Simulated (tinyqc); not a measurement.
Electrons shared among three sets of ellipsoidal valleys: sweeps and comparisons. A value that a table varies takes the place of the one given here.

F_j(eta) = (1/Gamma(j + 1)) integral_0^infinity x^j dx/(1 + exp(x - eta)), which tends to exp(eta) for eta << 0.

Sets Gamma, L, X: N_i = M_i times N = 2 (m kB T/(4 pi c))^(3/2) with c = hbar^2/2m0, in 1/angstrom^3; times 1e24 for 1/cm^3, m = (ml mt^2)^(1/3); n = sum_i N_i F_1/2((EF - dE_i)/kT), energies from the edge of the first set; mu_drift = sum of share times mobility.

Constants: hbar^2/2m0 = 3.80998211 eV angstrom^2; kB = 8.617333262e-05 eV/K.

Parameters, chosen for this exercise (masses and offsets near those of GaSb; mobilities are free inputs, held fixed; not measured data): dE = (0, 0.069, 0.313) eV (edges of Gamma, L, X above the first); M = (1, 4, 3) (valleys in each set); ml = (0.039, 1.298, 1.509) m0 (longitudinal masses of Gamma, L, X); mt = (0.039, 0.0989, 0.214) m0 (transverse masses); mu = (6300, 820, 270) cm^2/(V s) (mobility of each set); n = 2.6e+18 1/cm^3 (total electron density); T = 400 K.

## Transfer between valleys with temperature

Offsets, masses and mobilities are held fixed; n is fixed too, so the high values of T stand for hot electrons, not for the lattice.

Populations:

| T (K) | EF (eV) | share Gamma | share L | share X | mu_drift |
|---|---|---|---|---|---|
| 77 | 0.0736 | 0.2716 | 0.7284 | 0.0000 | 2308 |
| 150 | 0.0625 | 0.2218 | 0.7782 | 0.0000 | 2035 |
| 300 | 0.0293 | 0.1276 | 0.8723 | 0.0001 | 1519 |
| 450 | -0.0133 | 0.0790 | 0.9179 | 0.0031 | 1251 |
| 600 | -0.0632 | 0.0563 | 0.9288 | 0.0149 | 1121 |
| 900 | -0.1803 | 0.0365 | 0.8952 | 0.0683 | 983 |
| 1200 | -0.3160 | 0.0275 | 0.8336 | 0.1388 | 895 |
| 2000 | -0.7385 | 0.0175 | 0.6891 | 0.2934 | 755 |

The share of Gamma goes from 0.272 to 0.018 and the mean mobility from 2308 to 755 cm^2/(V s). L holds more than Gamma throughout. The share of X is at most 0.29.

## Transfer between valleys with doping

Parabolic valleys; band tails and gap narrowing are left out.

Populations:

| n (1/cm^3) | EF (eV) | share Gamma | share L | share X | mu_drift |
|---|---|---|---|---|---|
| 1.0e+16 | -0.1924 | 0.1120 | 0.8867 | 0.0013 | 1433 |
| 1.0e+17 | -0.1129 | 0.1110 | 0.8877 | 0.0013 | 1428 |
| 1.0e+18 | -0.0326 | 0.1023 | 0.8963 | 0.0013 | 1380 |
| 3.0e+18 | 0.0070 | 0.0889 | 0.9097 | 0.0014 | 1306 |
| 1.0e+19 | 0.0539 | 0.0663 | 0.9321 | 0.0017 | 1182 |
| 3.0e+19 | 0.1056 | 0.0457 | 0.9518 | 0.0025 | 1069 |
| 1.0e+20 | 0.1907 | 0.0303 | 0.9610 | 0.0087 | 981 |

The share of Gamma goes from 0.112 to 0.030 and the mean mobility from 1433 to 981 cm^2/(V s). L holds more than Gamma throughout. The share of X is at most 0.0087.

## Moving the second set by strain or alloying

The second entry of dE is replaced by the values listed; a negative value puts that set lowest.

Populations:

| offset (eV) | EF (eV) | share Gamma | share L | share X | mu_drift |
|---|---|---|---|---|---|
| -0.100 | -0.1638 | 0.0010 | 0.9990 | 0.0000 | 825 |
| -0.050 | -0.1139 | 0.0042 | 0.9958 | 0.0000 | 843 |
| 0.000 | -0.0644 | 0.0168 | 0.9830 | 0.0002 | 912 |
| 0.025 | -0.0399 | 0.0325 | 0.9671 | 0.0004 | 998 |
| 0.050 | -0.0160 | 0.0599 | 0.9393 | 0.0008 | 1148 |
| 0.100 | 0.0296 | 0.1644 | 0.8325 | 0.0032 | 1719 |
| 0.150 | 0.0711 | 0.3337 | 0.6558 | 0.0105 | 2643 |
| 0.200 | 0.1067 | 0.5339 | 0.4366 | 0.0294 | 3730 |
| 0.300 | 0.1481 | 0.8210 | 0.0813 | 0.0977 | 5265 |

The share of Gamma goes from 0.001 to 0.821 and the mean mobility from 825 to 5265 cm^2/(V s). Gamma and L hold equal numbers between offset = 0.15 and 0.2 eV. The share of X is at most 0.098. With Boltzmann statistics the first two sets are equal at kT ln(N_2/N_1) = 0.1403 eV; the crossing, if any, lies elsewhere because the electrons are degenerate and fill the set with fewer states high above its edge.

## What moves the populations

All else solved anew. Each row changes one parameter from the base and keeps the others.

Results:

| case | EF (eV) | share Gamma | share L | share X | mu_drift (cm^2/(V s)) |
|---|---|---|---|---|---|
| base | 0.0018 | 0.0911 | 0.9075 | 0.0014 | 1319 |
| T = 450 K | -0.0133 | 0.0790 | 0.9179 | 0.0031 | 1251 |
| n = 7.8e+18 1/cm^3 | 0.0437 | 0.0713 | 0.9272 | 0.0016 | 1210 |
| dE = (0, 0.0552, 0.313) eV | -0.0111 | 0.0674 | 0.9316 | 0.0010 | 1189 |
| mt = (0.039, 0.1187, 0.214) m0 | -0.0043 | 0.0792 | 0.9196 | 0.0012 | 1253 |
| ml = (0.039, 1.5576, 1.509) m0 | -0.0013 | 0.0850 | 0.9137 | 0.0013 | 1285 |
| mu = (7560, 820, 270) cm^2/(V s) | 0.0018 | 0.0911 | 0.9075 | 0.0014 | 1434 |

The largest shifts from the base row, up to three for each result and ties (the steps differ in size, so this ranks the rows, not the parameters). EF (eV): n +0.0420, T -0.0151, dE -0.0129; unchanged at the printed digits by mu. share Gamma: dE -0.0237, n -0.0199, T -0.0121; unchanged at the printed digits by mu. share L: dE +0.0241, n +0.0197, mt +0.0122; unchanged at the printed digits by mu. share X: T +0.0017, dE -0.0004, mt -0.0002, n +0.0002; unchanged at the printed digits by mu. mu_drift (cm^2/(V s)): dE -130, mu +115, n -109.

(tinyqc, `OMP_NUM_THREADS=1 python tinyqc.py 1650483 1650484 out.jsonl`, Intel(R) Xeon(R) Processor @ 2.30GHz, 1 thread, shared host, about 0.01 s.)
